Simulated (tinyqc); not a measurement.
Inside a calculation. Model: regular and subregular solution with a miscibility gap. Computed by tinyqc, a small Python program that keeps every step. Command: `OMP_NUM_THREADS=1 python tinyqc.py 3015064 3015065 out.jsonl regsol walk`. One thread of a shared host (Intel(R) Xeon(R) Processor @ 2.30GHz), about 0.02 s of CPU time with the checks. Intermediate numbers are printed to about 6 digits and carried at full precision; extremes and crossings named in words are read from the listed rows.

Per mole of mixing sites: G(x) = x (1 - x) [L0 + L1 (1 - 2x)] + R T [x ln x + (1 - x) ln(1 - x)], x the fraction of B.

Inputs (values chosen for the exercise, for a model alloy):
```
quantity,value,unit
interaction L0,11.5,kJ/mol
size misfit eta = d ln a/dx,0.012,-
asymmetry L1,0.59,kJ/mol
temperature T,526,K
overall fraction x0,0.48,-
coherency modulus Y,75.7,GPa
molar volume V_m,9.79,cm^3/mol
gradient coefficient kappa,5.4e-10,J/m
start value s0,0.05,-
```

Source of L0: given.

Constants: R = 8.314462618 J/(mol K).

## Interaction parameter

L0 and eta are given.

L0 = 11.5 kJ/mol

eta = 0.012

## G, chemical potentials and activities

G' = L0 (1 - 2x) + L1 (1 - 6x + 6x^2) + R T ln[x/(1 - x)]; G'' = -2 L0 - 6 L1 (1 - 2x) + R T/[x (1 - x)]. mu_A = G - x G', mu_B = G + (1 - x) G', activity = exp(mu/(R T)).

G, G'' and activities at x = 0.02, 0.1, 0.2, 0.35, 0.5, 0.65, 0.8, 0.9, 0.98:
```
x,G (kJ/mol),G'' (kJ/mol),activity of A,activity of B
0.02,-0.192264,196.735,0.98119,0.28156
0.10,-0.344240,22.761,0.92723,0.89843
0.20,-0.291824,2.210,0.89934,1.09497
0.35,-0.175030,-4.838,0.92107,1.03910
0.50,-0.156415,-5.506,0.99796,0.93287
0.65,-0.255565,-2.714,1.08758,0.87362
0.80,-0.405104,6.458,1.05780,0.87824
0.90,-0.429200,28.425,0.78802,0.92074
0.98,-0.214466,203.531,0.22183,0.98088
```

G'' is negative at 3 of the nine compositions (0.35, 0.5, 0.65), where the solution is unstable.

## Critical point

The spinodal is G'' = 0, R T_s(x) = x (1 - x) [2 L0 + 6 L1 (1 - 2x)]; the critical point is its maximum.

critical composition x_c = 0.462182

critical temperature T_c = 695.614 K

L1 > 0 moves the top of the gap to the A-rich side and raises it by 4.0 K over L0/(2 R).

## Spinodal at T

Solve G'' = 0 on each side of x_c.

spinodal x_s1 = 0.226872

spinodal x_s2 = 0.715302

## First Newton step for the common tangent

Common tangent: F1 = G'(x1) - G'(x2) = 0 and F2 = [G - x G'](x1) - [G - x G'](x2) = 0. Newton step: J = [[G''(x1), -G''(x2)], [-x1 G''(x1), x2 G''(x2)]], J dx = -F; a step that would leave 0 < x < 1 is halved until it stays inside. The start is x1 = s0, x2 = 1 - s0.

F (kJ/mol): F1 -5.05446, F2 2.95734

J (kJ/mol):
```
,1,2
1,65.8857,-72.2577
2,-3.2943,68.6448
```

new (x1, x2): [0.081104, 0.908411]

## Binodal by Newton steps

Stop when the step is below 1e-12, or when x1 and x2 meet within 1e-5; residuals under 1e-7 are shown as 0.

Iteration:
```
step,x1,x2,F1 (kJ/mol),F2 (kJ/mol)
1,0.050000,0.950000,-5.05446e+00,2.95734e+00
2,0.081104,0.908411,-1.59169e+00,9.89083e-01
3,0.097982,0.876383,-3.00273e-01,2.13629e-01
4,0.100674,0.864570,-2.04485e-02,1.78618e-02
5,0.100663,0.863349,-1.77841e-04,1.66230e-04
6,0.100662,0.863337,0,0
7,0.100662,0.863337,0,0
```

solubility limit x1 = 0.100662

solubility limit x2 = 0.863337

Converged: the gap runs from 0.1007 to 0.8633, outside the spinodal as it must.

## Lever rule at x0

Inside the gap the B-rich phase has the fraction f = (x0 - x1)/(x2 - x1), and the gain is (1 - f) G(x1) + f G(x2) - G(x0); outside it one phase remains.

fraction f of the B-rich phase = 0.497378

free energy of decomposition = -239.352 J/mol

x0 lies inside the chemical spinodal: coherency strain aside, small waves of composition grow without a barrier.

## Fastest-growing wave

Linear Cahn-Hilliard theory, coherency strain left out, with energy density G/V_m + kappa (grad x)^2: the rate goes as -k^2 (G''/V_m + 2 kappa k^2), so k_c^2 = -G''/(2 kappa V_m), the fastest wave has k_m = k_c/sqrt(2) and length 2 pi/k_m.

G''(x0) = -5.61994 kJ/mol

k_c = 0.729059 1/nm

fastest wavelength = 12.1880 nm

## Coherent spinodal

If the lattice stays coherent, G'' gains 2 eta^2 Y V_m (eta = d ln a/dx, Y the biaxial modulus, E/(1 - nu) if isotropic), which is L0 replaced by L0 - eta^2 Y V_m (1 GPa cm^3/mol = 1 kJ/mol); the program reports 0 if the result is below its cutoff 3.5 |L1|.

eta^2 Y V_m = 0.106719 kJ/mol

top of the coherent spinodal = 689.234 K

Coherency strain lowers the top by 6 K.

## The phase diagram

For this table each start is x_s1/6 and 1 - (1 - x_s2)/6. The dilute estimate of x1 is exp(-(L0 + L1)/(R T)).

Binodal and spinodal:
```
T (K),binodal x1,spinodal x_s1,spinodal x_s2,binodal x2,dilute estimate of x1
278,0.00565559,0.0993287,0.869597,0.990389,0.00535058
348,0.0175172,0.129772,0.831514,0.972833,0.0153226
417,0.0389475,0.163229,0.790596,0.943161,0.0305915
487,0.0737487,0.202111,0.744213,0.897425,0.0504982
556,0.126213,0.248062,0.690934,0.831758,0.0731477
626,0.211217,0.309666,0.621962,0.731017,0.0979957
668,0.298252,0.365354,0.561884,0.633459,0.113405
```

The dilute estimate is 0.95 of x1 at the lowest T and 0.38 at the highest: it drops the pull of the other solutes and the impurity of the second phase. Near the top the binodal is 1.71 times as wide as the spinodal; the mean-field limit at T_c is sqrt(3) = 1.73. The gap is lopsided: at the lowest T, A dissolves 0.0057 of B and B dissolves 0.0096 of A.

Checks made by the program: binodal against the lower hull of G on 40001 points (relative difference 1e-05).
